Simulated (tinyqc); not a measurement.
Ewald sum of point charges, displaced rock salt, strained along z by a factor 0.95, lattice, step by step. Computed by tinyqc, a small Python program that keeps every step. Command: `OMP_NUM_THREADS=1 python tinyqc.py 30739 30740 out.jsonl` (the two numbers bound the seeds that draw the settings). One thread of a shared host (Intel(R) Xeon(R) Processor @ 2.60GHz), about 0.04 s of CPU time with the checks.

## Ewald sum with eta = 0.363 1/bohr

cell vectors (rows) (bohr):
```
         1        2        3
1  0.00000  4.26500  4.05200
2  4.26500  0.00000  4.05200
3  4.26500  4.26500  0.00000
```

Charges:
```
q              f1       f2       f3
1.00000   0.00000  0.00000  0.00000
-1.00000  0.47000  0.55000  0.50000
```

Real space: 1/2 sum q_i q_j erfc(eta r)/r over all images with r > 0; reciprocal space: (2 pi/V) sum_(G != 0) exp(-G^2/4 eta^2)/G^2 |S(G)|^2 with S(G) = sum q exp(i G.r); self term -eta/sqrt(pi) sum q^2; background -pi Q^2/(2 V eta^2), Q the total charge.

Real-space shells (first ones):
```
r (bohr)  pairs  sum (hartree)
3.97874       2       -0.01033
4.05458       2       -0.00922
4.14052       2       -0.00810
4.14334       2       -0.00807
4.39887       2       -0.00544
4.48081       2       -0.00478
5.88294      16        0.00344
6.03162       8        0.00130
7.02142       2      -4.45e-05
7.11434       2      -3.65e-05
7.17518       2      -3.21e-05
7.26613       2      -2.63e-05
```

Reciprocal shells (first ones that count):
```
G^2 (1/bohr^2)  vectors  sum (hartree)
1.68627               8        0.03269
2.17031               4        0.00009
2.40448               2       5.84e-06
4.34062               4       1.37e-06
4.57479               8       1.04e-06
6.02689              16       4.69e-06
6.49523               8       9.18e-07
6.74510               8       2.05e-08
8.68124               4       3.61e-10
10.36751              8       3.50e-10
10.83585             16       2.82e-10
```

## The total does not depend on eta

The same sums for other eta.

Totals (hartree per cell):
```
eta          real  reciprocal      self  background       total
0.36300  -0.04142     0.03279  -0.40960     0.00000  -0.4182336
0.58500  -0.00085     0.24272  -0.66010     0.00000  -0.4182336
0.70300  -0.00006     0.37507  -0.79325     0.00000  -0.4182336
```

shortest distance = 3.97874 bohr

Madelung constant -E d / (formula units |q+ q-|) = 1.66404
